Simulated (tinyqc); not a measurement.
## Charge pumping in an n-channel transistor: scanning the upper gap with the fall time

The gate is pulsed from accumulation to inversion and back. Energies E are counted from the intrinsic level; Dit(E) = D0 [1 + b (2 E/Eg)^2]. During each edge the traps near the bands emit their carriers, and those between Eh and Ee recombine once a cycle.

ni = sqrt(Nc Nv) exp(-Eg/(2 Vt)), Eg in volts; emission times te = (dV/Va) tf and th = (dV/Va) tr; Ee = -Vt ln(vth sn ni te), Eh = +Vt ln(vth sp ni th). Nit = integral of Dit from Eh to Ee = D0 [Ee - Eh + 4 b (Ee^3 - Eh^3)/(3 Eg^2)], Qcp = q A Nit, Icp = f Qcp.

Inputs (values chosen for the exercise); band and dielectric values close to those of silicon:

| symbol | value | unit | meaning |
|---|---|---|---|
| T | 300 | K | temperature |
| Eg | 1.12 | eV | band gap |
| Nc | 2.75e19 | cm^-3 | conduction-band density of states at 300 K |
| Nv | 2.7e19 | cm^-3 | valence-band density of states at 300 K |
| A | 0.06 | um^2 | gate area |
| D0 | 1e10 | cm^-2 eV^-1 | trap density at midgap |
| b | 3.2 |  | rise of the trap density towards the band edges |
| sn | 1.5e-16 | cm^2 | cross-section for electrons |
| sp | 1.2e-16 | cm^2 | cross-section for holes |
| vth | 1e7 | cm/s | thermal velocity at 300 K, one nominal value for electrons and holes |
| dV | 1.04 | V | Vth - Vfb |
| Va | 2 | V | pulse height |
| f | 3.6e5 | Hz | frequency |
| tr | 330 | ns | rise time |

Constants: q = 1.602176634e-19 C, kB = 1.380649e-23 J/K, Vt = kB T/q. Results are converted to the units shown.

The same in every row: Eh (eV) = -0.3368.

Result of one run:
```
Ee (eV)  Nit (cm^-2)  Icp (pA)
0.4810      1.326e10    0.4590
```

Which fall time tf gave this result: 1, 18, 120 or 800 ns?

tf = 1 ns.

The whole series:
```
tf (ns)  Ee (eV)  Nit (cm^-2)  Icp (pA)
1         0.4810     1.326e10    0.4590
2.6       0.4563     1.246e10    0.4313
6.9       0.4310     1.170e10    0.4050
18        0.4063     1.101e10    0.3811
46        0.3820     1.038e10    0.3594
120       0.3572      9.791e9    0.3388
310       0.3327      9.247e9    0.3200
800       0.3082      8.745e9    0.3027
```

Ee falls from 0.481 to 0.308 eV, by Vt ln 10 a decade, and Icp falls from 0.459 to 0.303 pA. The slope -dNit/d(ln tf)/Vt gives Dit = 3.24e10 cm^-2 eV^-1 near E = 0.469 eV and 2.05e10 near 0.320 eV, against 3.24e10 and 2.05e10 from the profile.

Range of the model: The Fermi levels of inversion and accumulation are taken to lie beyond Ee and Eh, the flat tops to fill all traps, and no geometric current is added.

Program tinyqc, `OMP_NUM_THREADS=1 python tinyqc.py 2030036 2030037 out.jsonl`; Intel Xeon 2.30GHz, shared host, one thread, about 0.01 s.
